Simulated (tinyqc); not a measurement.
Thin-film transistor with exponential tail and deep states, accumulation layer: one step of the calculation.

An undoped film in accumulation, thicker than the space-charge layer. With band bending psi the Fermi level lies E0 - psi below the band edge. Free electrons n = n0 exp(psi/Vt) carry the current; electrons in two exponential distributions of traps, a = a0 exp(psi/Va) and d = d0 exp(psi/Vp), do not. Linear regime, ohmic contacts, traps in equilibrium.

Task. Bulk densities. Va = kB Tt/q, Vp = kB Td/q; n0 = Nc exp(-E0/Vt), a0 = Nt th(T/Tt) exp(-E0/Va), d0 = Nd th(T/Td) exp(-E0/Vp), th(x) = pi x/sin(pi x).

Inputs (values chosen for the exercise); values close to those of amorphous silicon: temperature T = 300 K; density of extended states Nc = 4.2e19 cm^-3; total density of tail states Nt = 5.8e19 cm^-3; characteristic temperature of the tail Tt = 350 K; total density of deep states Nd = 6.3e17 cm^-3; characteristic temperature of the deep states Td = 1130 K; bulk Fermi level below the band edge E0 = 0.55 eV.

Constants: q = 1.602176634e-19 C, kB = 1.380649e-23 J/K, Vt = kB T/q. Results are converted to the units shown.

Give: Va; Vp; th(T/Tt); n0; a0; d0.

Result.

Va = 0.03016 V
Vp = 0.09738 V
th(T/Tt) = 6.206
n0 = 2.419e10 cm^-3
a0 = 4.331e12 cm^-3
d0 = 2.500e15 cm^-3

Program tinyqc, `OMP_NUM_THREADS=1 python tinyqc.py 2610061 2610062 out.jsonl`; Intel Xeon 2.30GHz, shared host, one thread, about 0.04 s.
